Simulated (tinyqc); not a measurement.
Worked calculation: eight-band Kane k.p model with strain. Values are carried at full precision from step to step, so a last printed digit may differ when a step is redone from the rounded ones.

Constants: hbar^2/2m0 = 3.80998211 eV angstrom^2.

Values chosen for the exercise (near those of Ge; the results hold for these values, not for the real material):
- Eg = 0.89 eV (gap at Gamma to the s-like level)
- Dso = 0.288 eV (spin-orbit splitting)
- Ep = 26.1 eV (Kane energy)
- me = 0.0382 m0 (electron mass at Gamma)
- g1 = 13.37 (Luttinger gamma1)
- g2 = 4.24 (gamma2)
- g3 = 5.7 (gamma3)
- a = 5.664 angstrom (lattice constant)
- a_sub = 5.577 angstrom (lattice constant of the substrate)
- C11 = 127.6 GPa
- C12 = 48.5 GPa
- C44 = 66.8 GPa
- face = 110 (growth face)
- ac = -8.25 eV (conduction deformation potential)
- av = 1.25 eV (valence hydrostatic potential)
- b = -2.55 eV (tetragonal shear potential)
- d = -5.32 eV (trigonal shear potential)
- k = (0.034, 0.014, 0) 1/angstrom (wave vector)
- kmax = 0.04 1/angstrom (end of the path)

## Derived values

P = sqrt(Ep c); A = 1/me - Ep (Eg + 2 Dso/3)/(Eg (Eg + Dso)) keeps the electron mass; g1' = g1 - Ep/(3 Eg), g2' = g2 - Ep/(6 Eg), g3' = g3 - Ep/(6 Eg) remove the coupling to S that the Luttinger values already hold; L = -c (g1' + 4 g2'), M = -c (g1' - 2 g2'), N = -6 c g3'. c = hbar^2/2m0.

P = 9.9720 eV angstrom
A = -0.7580

g1', g2', g3': 3.5947  -0.6476  0.8124

L, M, N (eV angstrom^2): -3.8258  -18.6308  -18.5705

The coupling to the valence bands supplies 26.94, against 1/me = 26.18; A makes up the difference. The diagonal term in A bends towards the gap, so the set should be tested for spurious states at large k.

## Strain of a layer grown coherently on a (110) face

e_par = (a_sub - a)/a in the plane; no stress along the normal: e_perp = -(C11 + 3 C12 - 2 C44)/(C11 + C12 + 2 C44) e_par; exx = eyy = (e_par + e_perp)/2, ezz = e_par, exy = (e_perp - e_par)/2, eyz = ezx = 0.

e_par = -0.015360
e_perp = 0.006919

strain tensor in the cubic axes:
```
           x          y          z
x  -0.004221   0.011139   0.000000
y   0.011139  -0.004221   0.000000
z   0.000000   0.000000  -0.015360
```

The layer is under compression in the plane; its volume changes by -2.380 %.

## Strain terms

Strain (Bir-Pikus): H_SS gains ac tr(e); H_XX gains l exx + m (eyy + ezz) and H_XY gains n exy, with l = av + 2 b, m = av - b, n = sqrt(3) d. The sign of av is such that the gap moves by (ac - av) tr(e); the change of P with strain is neglected.

Form the strain terms of the Hamiltonian.

ac tr(e) = 0.19636 eV

strain block of X, Y, Z (the same for both spins) (eV):
```
          X         Y        Z
X  -0.05816  -0.10264        0
Y  -0.10264  -0.05816        0
Z         0         0  0.02706
```

## The Hamiltonian at one k

Eight-band Kane model, basis S, X, Y, Z times spin, zero of energy at the top of the unstrained valence band, c = hbar^2/2m0. Within each spin: H_SS = Eg + A c k^2, H_SX = i P kx (likewise Y, Z), H_XX = -Dso/3 + L kx^2 + M (ky^2 + kz^2), H_XY = N kx ky, and cyclic. Spin-orbit term (Dso/3) L.sigma on X, Y, Z with (L_k)_ij = -i epsilon_kij: <X+|H|Y+> = -i Dso/3, <X+|H|Z-> = Dso/3, <Y+|H|Z-> = -i Dso/3, <Z+|H|X-> = -Dso/3, <Z+|H|Y-> = i Dso/3, <X-|H|Y-> = i Dso/3, and their conjugates; + and - are the spin along z. Terms from inversion asymmetry are left out, so every level is twofold.

Fill in the matrix, adding ac tr(e) to H_SS and the strain block to X, Y, Z of each spin.

H(k) (eV):
```
          S+               X+               Y+        Z+        S-               X-
S+    1.0825          0.3390i          0.1396i         0         0                0
X+  -0.3390i          -0.1622  -0.1115-0.0960i         0         0                0
Y+  -0.1396i  -0.1115+0.0960i          -0.1764         0         0                0
Z+         0                0                0   -0.0941         0          -0.0960
S-         0                0                0         0    1.0825          0.3390i
X-         0                0                0   -0.0960  -0.3390i          -0.1622
Y-         0                0                0  -0.0960i  -0.1396i  -0.1115-0.0960i
Z-         0           0.0960          0.0960i         0         0                0

                 Y-        Z-
S+                0         0
X+                0    0.0960
Y+                0  -0.0960i
Z+          0.0960i         0
S-          0.1396i         0
X-  -0.1115+0.0960i         0
Y-          -0.1764         0
Z-                0   -0.0941
```

## Levels and orbital character

Diagonalise H; the levels come in pairs. The weights are summed over spin and averaged over each pair.

levels, each twofold (eV): -0.4313  -0.1112  0.0138  1.1783

weights:
```
   pair 1  pair 2  pair 3  pair 4
S   0.040   0.020   0.005   0.935
X   0.478   0.245   0.219   0.058
Y   0.369   0.271   0.353   0.007
Z   0.113   0.464   0.423   0.000
```

The conduction pair has 6.5 % valence character at this k; the valence pair with most S character is pair 1 (4.0 %).

## Bands along [110] and [001]

The same diagonalisation at six points |k| = 0, kmax/5, ..., kmax along each direction.

Levels (eV):

| direction | \|k\| (1/angstrom) | pair 1 | pair 2 | pair 3 | pair 4 |
|---|---|---|---|---|---|
| [110] | 0.000 | -0.3514 | -0.0623 | 0.0364 | 1.0864 |
| [110] | 0.008 | -0.3555 | -0.0650 | 0.0358 | 1.0909 |
| [110] | 0.016 | -0.3679 | -0.0727 | 0.0340 | 1.1045 |
| [110] | 0.024 | -0.3889 | -0.0846 | 0.0311 | 1.1262 |
| [110] | 0.032 | -0.4189 | -0.0994 | 0.0273 | 1.1552 |
| [110] | 0.040 | -0.4578 | -0.1161 | 0.0224 | 1.1902 |
| [001] | 0.000 | -0.3514 | -0.0623 | 0.0364 | 1.0864 |
| [001] | 0.008 | -0.3531 | -0.0653 | 0.0330 | 1.0917 |
| [001] | 0.016 | -0.3586 | -0.0747 | 0.0236 | 1.1075 |
| [001] | 0.024 | -0.3678 | -0.0912 | 0.0099 | 1.1328 |
| [001] | 0.032 | -0.3811 | -0.1151 | -0.0061 | 1.1664 |
| [001] | 0.040 | -0.3990 | -0.1461 | -0.0232 | 1.2071 |

At kmax the conduction band lies 16.8 meV and the top valence band 45.6 meV apart between the two directions. k.p holds near Gamma; the zone edge lies near 1 1/angstrom.

## Masses at Gamma

m*/m0 = c h^2/(E(h) - E(0)) with |k| = h = 0.0001 1/angstrom; negative values are hole-like.

Masses (m0):

| direction | pair 1 | pair 2 | pair 3 | pair 4 |
|---|---|---|---|---|
| [110] | -0.060 | -0.089 | -0.411 | 0.053 |
| [001] | -0.137 | -0.081 | -0.072 | 0.045 |

Strain has split the top two pairs at Gamma, so each has its own mass tensor; the top pair has -0.411 along [110] and -0.072 along [001].

## Checks

- Electron mass of the unstrained model by finite differences against the input me: both 0.03820.
- Heavy-hole mass along [100] against 1/(g1 - 2 g2): both 0.2045.
- Light-hole mass along [100] against 1/(g1 + 2 g2): both 0.04577.

(tinyqc, `OMP_NUM_THREADS=1 python tinyqc.py 1050917 1050918 out.jsonl`, Intel(R) Xeon(R) Processor @ 2.30GHz, 1 thread, shared host, about 0.01 s.)
